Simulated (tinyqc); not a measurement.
## Permittivity and interface capacitance from two thicknesses

Inverse problem. 1/C = t/(eps0 ek) + 2/ci for planar capacitors that differ only in thickness. Find ek, ci and the EOT of the interfaces, 2 x 3.9 eps0/ci.

Constants: eps0 = 8.8541878128e-14 F/cm where lengths are in cm. Results are converted to the units shown.

C at t = 8.4 and 25 nm (uF/cm^2): 1.9767488  0.67460477

Solution. 1/C is a straight line in t: the slope gives ek and the intercept 2/ci. A single thickness would give only the effective permittivity; when the interfaces are a small part of 1/C, ci needs very accurate data.

ek = 19.2
ci = 170 uF/cm^2
EOT of the interfaces = 0.0406 nm

tinyqc, about 0.01 s, one thread, Intel Xeon 2.30GHz (shared host): `OMP_NUM_THREADS=1 python tinyqc.py 2102181 2102182 out.jsonl`
